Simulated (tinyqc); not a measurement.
Surface Green function of a square-lattice strip three rows wide, Sancho-Rubio decimation: two steps of the calculation.

A semi-infinite lead of cells 0, 1, 2, ... with H0 inside a cell and H1 = <cell i|H|cell i + 1>. A cell is one column of three sites. z = E + i eta.

Values chosen for this exercise: energy E = 1.89 eV; broadening eta = 0.02 eV.

Task 1. Decimation. Start with e_s = e = H0, a = H1, b = H1^dagger. Each round: g = (z - e)^(-1); e_s <- e_s + a g b; e <- e + a g b + b g a; a <- a g a; b <- b g b (all with the old a, b). Round k joins cells 2^k apart.

e_s after round 1 (eV):
```
                       1                      2                      3
1   0.0472036-0.0086092i  -1.3043411+0.0103260i   0.1845398-0.0087702i
2  -1.3043411+0.0103260i   0.2963148-0.0178906i  -1.4340671+0.0164912i
3   0.1845398-0.0087702i  -1.4340671+0.0164912i   1.0488881-0.0198968i
```

e after round 1 (eV):
```
                       1                      2                      3
1   0.5244072-0.0172184i  -1.5986822+0.0206520i   0.3690797-0.0175405i
2  -1.5986822+0.0206520i   0.9726295-0.0357812i  -1.8581343+0.0329824i
3   0.3690797-0.0175405i  -1.8581343+0.0329824i   1.8177762-0.0397937i
```

a after round 1 (eV):
```
                         1                        2                        3
1   0.47720360-0.00860920i  -0.29434112+0.01032601i   0.18453983-0.00877023i
2  -0.29434112+0.01032601i   0.67631477-0.01789062i  -0.42406714+0.01649122i
3   0.18453983-0.00877023i  -0.42406714+0.01649122i   0.76888812-0.01989683i
```

b after round 1 (eV):
```
                         1                        2                        3
1   0.47720360-0.00860920i  -0.29434112+0.01032601i   0.18453983-0.00877023i
2  -0.29434112+0.01032601i   0.67631477-0.01789062i  -0.42406714+0.01649122i
3   0.18453983-0.00877023i  -0.42406714+0.01649122i   0.76888812-0.01989683i
```

Find: g; e_s after round 2; e after round 2; a after round 2; b after round 2.

Result 1.

g (1/eV):
```
                 1               2                3
1   0.4751-0.0155i  0.1122+0.0093i  -0.4637+0.0024i
2   0.1122+0.0093i  0.0058-0.0135i   0.4382+0.0076i
3  -0.4637+0.0024i  0.4382+0.0076i   0.1832-0.0209i
```

e_s after round 2 (eV):
```
               1              2              3
1   0.001-0.011i  -1.112+0.009i  -0.096-0.003i
2  -1.112+0.009i  -0.039-0.014i  -1.045+0.011i
3  -0.096-0.003i  -1.045+0.011i   0.739-0.018i
```

e after round 2 (eV):
```
               1              2              3
1   0.432-0.021i  -1.213+0.018i  -0.191-0.007i
2  -1.213+0.018i   0.301-0.029i  -1.079+0.023i
3  -0.191-0.007i  -1.079+0.023i   1.197-0.037i
```

a after round 2 (eV):
```
                 1                2                3
1  -0.0462-0.0020i   0.1926-0.0014i  -0.2801+0.0054i
2   0.1926-0.0014i  -0.3358+0.0035i   0.3895-0.0052i
3  -0.2801+0.0054i   0.3895-0.0052i  -0.3102+0.0015i
```

b after round 2 (eV):
```
                 1                2                3
1  -0.0462-0.0020i   0.1926-0.0014i  -0.2801+0.0054i
2   0.1926-0.0014i  -0.3358+0.0035i   0.3895-0.0052i
3  -0.2801+0.0054i   0.3895-0.0052i  -0.3102+0.0015i
```

Task 2. Self-energy, Dyson check and densities of states. Sigma = H1 g_s H1^dagger is what the lead adds to one more cell, and (z - H0 - Sigma)^(-1) must give g_s back. Densities of states: -Im of the diagonals over pi.

H0 (eV):
```
       1      2      3
1  -0.43  -1.01      0
2  -1.01  -0.38  -1.01
3      0  -1.01   0.28
```

H1 (eV):
```
      1     2     3
1  -0.9     0     0
2     0  -0.9     0
3     0     0  -0.9
```

converged surface Green function g_s (1/eV):
```
                         1                        2                        3
1   0.52424057-0.16135885i  -0.09201099+0.25655856i  -0.17133842-0.25412008i
2  -0.09201099+0.25655856i   0.35745715-0.42817985i   0.02843483+0.43519743i
3  -0.17133842-0.25412008i   0.02843483+0.43519743i   0.51021440-0.45844621i
```

converged bulk Green function (1/eV):
```
                         1                        2                        3
1   0.72828331-0.12378251i  -0.07244645+0.15740265i  -0.49156735-0.11915182i
2  -0.07244645+0.15740265i   0.24030242-0.25072654i   0.27311079+0.24116284i
3  -0.49156735-0.11915182i   0.27311079+0.24116284i   0.55340133-0.28916628i
```

Give: Sigma; (z - H0 - Sigma)^(-1); surface density of states; bulk density of states.

Result 2.

Sigma (eV):
```
                   1                  2                  3
1   0.42463-0.13070i  -0.07453+0.20781i  -0.13878-0.20584i
2  -0.07453+0.20781i   0.28954-0.34683i   0.02303+0.35251i
3  -0.13878-0.20584i   0.02303+0.35251i   0.41327-0.37134i
```

(z - H0 - Sigma)^(-1) (1/eV):
```
                   1                  2                  3
1   0.52424-0.16136i  -0.09201+0.25656i  -0.17134-0.25412i
2  -0.09201+0.25656i   0.35746-0.42818i   0.02843+0.43520i
3  -0.17134-0.25412i   0.02843+0.43520i   0.51021-0.45845i
```

```
orbital  surface density of states (1/eV)  bulk density of states (1/eV)
1                                 0.05136                       0.039401
2                                 0.13629                       0.079809
3                                 0.14593                       0.092044
```

Program tinyqc, `OMP_NUM_THREADS=1 python tinyqc.py 2680109 2680110 out.jsonl`; Intel Xeon 2.30GHz, shared host, one thread, about 0.1 s.
